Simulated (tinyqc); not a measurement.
MP2 on RHF in the 6-31g basis, for H3+, spin multiplicity 1, step by step. One step of it, computed by the program tinyqc.

Question. Second-order Moller-Plesset energy. E2 = sum_ijab (ia|jb) [2 (ia|jb) - (ib|ja)] / (e_i + e_j - e_a - e_b) over occupied i, j and virtual a, b; the opposite-spin part is (ia|jb)^2 / denominator, the rest is same-spin, and SCS-MP2 scales them by 6/5 and 1/3.

orbital energies (hartree): [-1.124248, -0.342872, 0.023894, 0.489168, 0.580250, 1.114359]

Two-electron integrals over orbitals (pq|rs), unique and non-zero (hartree):
```
(11|11) 0.659057    (21|21) 0.120929    (22|11) 0.489401    (22|22) 0.464599
(31|11) 0.098133    (31|22) 0.015817    (31|31) 0.046991    (32|21) -0.065583
(32|32) 0.076559    (33|11) 0.375456    (33|22) 0.358064    (33|31) 0.010698
(33|33) 0.336166    (41|11) -0.103863   (41|22) -0.070410   (41|31) -0.021666
(41|33) -0.037355   (41|41) 0.058929    (42|21) -0.052731   (42|32) 0.022719
(42|42) 0.038026    (43|11) -0.021764   (43|22) 0.003491    (43|31) -0.014424
(43|33) -0.000055   (43|41) 0.008969    (43|43) 0.009169    (44|11) 0.486324
(44|22) 0.401487    (44|31) 0.048660    (44|33) 0.316648    (44|41) -0.044296
(44|43) -0.006185   (44|44) 0.420745    (51|21) -0.077827   (51|32) 0.021874
(51|42) 0.046931    (51|51) 0.067798    (52|11) -0.143517   (52|22) -0.111188
(52|31) -0.020825   (52|33) -0.033271   (52|41) 0.055844    (52|43) 0.000214
(52|44) -0.089457   (52|52) 0.091579    (53|21) -0.033870   (53|32) 0.048022
(53|42) 0.004472    (53|51) 0.004524    (53|53) 0.045733    (54|21) 0.086531
(54|32) -0.040939   (54|42) -0.043122   (54|51) -0.062972   (54|53) -0.018363
(54|54) 0.071780    (55|11) 0.466205    (55|22) 0.438959    (55|31) 0.018526
(55|33) 0.337883    (55|41) -0.076478   (55|43) 0.001026    (55|44) 0.387553
(55|52) -0.116335   (55|55) 0.437616    (61|11) -0.079840   (61|22) 0.027921
(61|31) -0.060828   (61|33) -0.014463   (61|41) 0.016117    (61|43) 0.025265
(61|44) -0.021690   (61|52) -0.020199   (61|55) 0.031344    (61|61) 0.118552
(62|21) 0.084386    (62|32) -0.038347   (62|42) -0.047803   (62|51) -0.064481
(62|53) -0.003864   (62|54) 0.068341    (62|62) 0.079360    (63|11) -0.145027
(63|22) -0.071377   (63|31) -0.042649   (63|33) -0.034517   (63|41) 0.040592
(63|43) 0.012638    (63|44) -0.082590   (63|52) 0.048910    (63|55) -0.062651
(63|61) 0.046970    (63|63) 0.063481    (64|11) 0.012915    (64|22) -0.045253
(64|31) 0.031837    (64|33) -0.004564   (64|41) 0.007310    (64|43) -0.015902
(64|44) -0.003149   (64|52) 0.035058    (64|55) -0.051554   (64|61) -0.075519
(64|63) -0.017324   (64|64) 0.058462    (65|21) -0.105308   (65|32) 0.066796
(65|42) 0.057927    (65|51) 0.073992    (65|53) 0.031748    (65|54) -0.085015
(65|62) -0.086538   (65|65) 0.118009    (66|11) 0.644246    (66|22) 0.491898
(66|31) 0.090903    (66|33) 0.383553    (66|41) -0.130535   (66|43) -0.024048
(66|44) 0.472682    (66|52) -0.152828   (66|55) 0.479637    (66|61) -0.081747
(66|63) -0.150787   (66|64) 0.008831    (66|66) 0.681696
```

Hartree-Fock energy = -1.22012582 hartree

Give: Terms; Pair energies; MP2 correlation energy; SCS-MP2 correlation energy; MP2 total energy.

Answer.

Terms:
```
i  j  a  b  (ia|jb)  (ib|ja)  denominator       term
1  1  2  2    0.121    0.121       -1.563     -0.009
1  1  6  6    0.119    0.119       -4.477  -3.14e-03
1  1  2  5   -0.078   -0.078       -2.486  -2.44e-03
1  1  5  2   -0.078   -0.078       -2.486  -2.44e-03
1  1  5  5    0.068    0.068       -3.409  -1.35e-03
1  1  3  6   -0.061   -0.061       -3.387  -1.09e-03
1  1  6  3   -0.061   -0.061       -3.387  -1.09e-03
1  1  4  4    0.059    0.059       -3.227  -1.08e-03
1  1  3  3    0.047    0.047       -2.296  -9.62e-04
1  1  4  3   -0.022   -0.022       -2.762  -1.70e-04
1  1  3  4   -0.022   -0.022       -2.762  -1.70e-04
1  1  6  4    0.016    0.016       -3.852  -6.74e-05
1  1  4  6    0.016    0.016       -3.852  -6.74e-05
```

Pair energies (hartree; pair i-j sums ij and ji):
```
pair  opposite spin  same spin
1-1          -0.023          0
```

MP2 correlation energy = -0.02342 hartree

SCS-MP2 correlation energy = -0.02810 hartree

MP2 total energy = -1.24354 hartree
